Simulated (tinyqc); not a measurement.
Spectrum around the optical phonon: single-oscillator infrared dielectric function of a polar cubic crystal. Computed by tinyqc, a small Python program. Command: `OMP_NUM_THREADS=1 python tinyqc.py 3010212 3010213 out.jsonl infrared walk`. One thread of a shared host (Intel(R) Xeon(R) Processor @ 2.30GHz), about 0.01 s of CPU time with the checks.

One ion pair, charges +Z* and -Z*, in a cell of volume Omega = a^3/4. Frequencies omega are given as wavenumbers (1/cm); eps_s is the static dielectric constant.

Inputs (values chosen for the exercise, modelled on cubic silicon carbide):

| quantity | value | unit |
|---|---|---|
| lattice constant a | 4.36 | angstrom |
| mass M_A | 28.086 | u |
| mass M_B | 12.011 | u |
| omega_TO | 784 | 1/cm |
| Born charge Z* | 2.76 | e |
| eps_inf | 6.57 | - |
| phonon damping gamma | 5.4 | 1/cm |

Structure: zinc blende. Free carriers: absent.

Constants: nu for 1 eV/(angstrom^2 u) = 15.6333042 THz; 1 THz = 33.35640952 1/cm; e^2/(4 pi eps_0) = 14.39964548 eV angstrom.

Method:
- mu = M_A M_B/(M_A + M_B); ionic plasma term W^2 = 4 pi Z*^2 (e^2/(4 pi eps_0))/(Omega mu) in eV/(angstrom^2 u), turned into 1/cm by W = 15.6333042 x 33.35640952 x sqrt(W^2); omega_LO^2 = omega_TO^2 + W^2/eps_inf; eps_s = eps_inf + W^2/omega_TO^2; Szigeti charge 3 Z*/(eps_inf + 2); longitudinal (Callen) charge Z*/eps_inf.
- eps(omega) = eps_inf + W^2/(omega_TO^2 - omega^2 - i gamma omega); n + i k = sqrt(eps) with k >= 0; R = |(n + i k - 1)/(n + i k + 1)|^2 at normal incidence from vacuum.
- The loss function is Im(-1/eps).

omega_LO = 970.533 1/cm

W = 1466.36 1/cm

Spectrum:

| omega (1/cm) | Re eps | Im eps | R | Im(-1/eps) |
|---|---|---|---|---|
| 392 | 11.234 | 0.021417 | 0.29205 | 1.6970e-04 |
| 666 | 19.131 | 0.26403 | 0.39420 | 7.2124e-04 |
| 760 | 63.893 | 6.3486 | 0.60582 | 0.0015399 |
| 784 | 6.57 | 507.89 | 0.88141 | 0.0019686 |
| 831 | -21.659 | 1.6689 | 0.96895 | 0.0035365 |
| 877 | -7.3367 | 0.42635 | 0.96301 | 0.0078941 |
| 933 | -1.8315 | 0.16545 | 0.91751 | 0.048924 |
| 971 | 0.019812 | 0.10465 | 0.37527 | 9.2248 |
| 990 | 0.68740 | 0.086055 | 0.0093441 | 0.17931 |
| 1030 | 1.7523 | 0.060048 | 0.019522 | 0.019534 |
| 1120 | 3.2092 | 0.031772 | 0.080397 | 0.0030846 |
| 1460 | 5.1526 | 0.0073668 | 0.15083 | 2.7748e-04 |
| 2430 | 6.1636 | 0.0010082 | 0.18124 | 2.6538e-05 |

What does the comparison show, and why?

R peaks among these rows at 831 per cm with 0.97 and is lowest, 0.009, at 990; far above omega_LO it tends to ((sqrt(eps_inf) - 1)/(sqrt(eps_inf) + 1))^2 = 0.192. Im eps is largest at 784 and the loss function at 971: absorption marks the TO mode and the loss function the LO mode. Re eps is negative in some rows, where R averages 0.95.

Extremes, crossings and ranges named in words are read from the listed rows.
